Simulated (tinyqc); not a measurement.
Worked calculation: Jacobi rotations on a symmetric matrix. Computed by tinyqc, a small Python program that keeps every step. Settings: method = jacobi. Command: `OMP_NUM_THREADS=1 python tinyqc.py 28081 28082 out.jsonl` (the two numbers bound the seeds that draw the settings). One thread of a shared host (Intel(R) Xeon(R) Processor @ 2.60GHz), about 0.01 s of CPU time with the checks.

## Jacobi rotation 1

A:
$$\begin{pmatrix}
0.01100 & -0.47300 & 0.08500 & 0.04400 & 0.28500 \\
-0.47300 & 1.26400 & 0.06000 & 0.02200 & -0.20700 \\
0.08500 & 0.06000 & 1.67500 & -0.05800 & 0.06000 \\
0.04400 & 0.02200 & -0.05800 & 2.51000 & -0.10200 \\
0.28500 & -0.20700 & 0.06000 & -0.10200 & 2.53100
\end{pmatrix}$$

Take the largest off-diagonal element A_pq; tan 2 theta = 2 A_pq / (A_qq - A_pp) with |theta| <= pi/4; A' = J^T A J with J_pp = J_qq = cos, J_pq = sin, J_qp = -sin.

p, q, theta (rad): [1.00000, 2.00000, -0.32334]

A':
$$\begin{pmatrix}
-0.14750 & 0.00000 & 0.09966 & 0.04871 & 0.20446 \\
0.00000 & 1.42250 & 0.02988 & 0.00688 & -0.28683 \\
0.09966 & 0.02988 & 1.67500 & -0.05800 & 0.06000 \\
0.04871 & 0.00688 & -0.05800 & 2.51000 & -0.10200 \\
0.20446 & -0.28683 & 0.06000 & -0.10200 & 2.53100
\end{pmatrix}$$

## Jacobi rotation 2

As before.

p, q, theta (rad): [2.00000, 5.00000, -0.23878]

A':
$$\begin{pmatrix}
-0.14750 & 0.04836 & 0.09966 & 0.04871 & 0.19866 \\
0.04836 & 1.35268 & 0.04323 & -0.01744 & 0.00000 \\
0.09966 & 0.04323 & 1.67500 & -0.05800 & 0.05123 \\
0.04871 & -0.01744 & -0.05800 & 2.51000 & -0.10073 \\
0.19866 & 0.00000 & 0.05123 & -0.10073 & 2.60082
\end{pmatrix}$$

## All rotations

The off-diagonal norm falls at every rotation.

Rotations:
```
step    p    q      theta  off-diagonal norm
1       1    2   -0.32334           5.56e-01
2       2    5   -0.23878           3.81e-01
3       1    5    0.07179           2.57e-01
4       4    5   -0.53710           2.17e-01
5       1    3    0.05193           1.70e-01
6       3    5    0.07805           1.29e-01
7       1    4    0.01867           1.08e-01
8       1    2    0.03033           8.66e-02
9       2    3    0.13622           5.93e-02
10      1    5   -0.01158           3.66e-02
11      3    4   -0.02446           2.50e-02
...   ...  ...        ...                ...
16      1    3    0.00083           5.82e-04
17      1    4    0.00012           3.76e-04
18      2    3   -0.00079           6.64e-05
19      1    2  -2.47e-05           3.99e-05
20      3    4   2.64e-05           2.75e-05
21      2    5  -1.46e-05           7.51e-07
22      1    5  -1.76e-07           2.46e-07
23      2    4  -1.51e-07           6.94e-08
24      4    5   1.69e-07           4.38e-08
25      1    3   1.47e-08           2.11e-08
26      3    5   1.49e-08           1.27e-11
```

eigenvalues: [-0.16946, 1.34772, 1.67952, 2.45369, 2.67953]
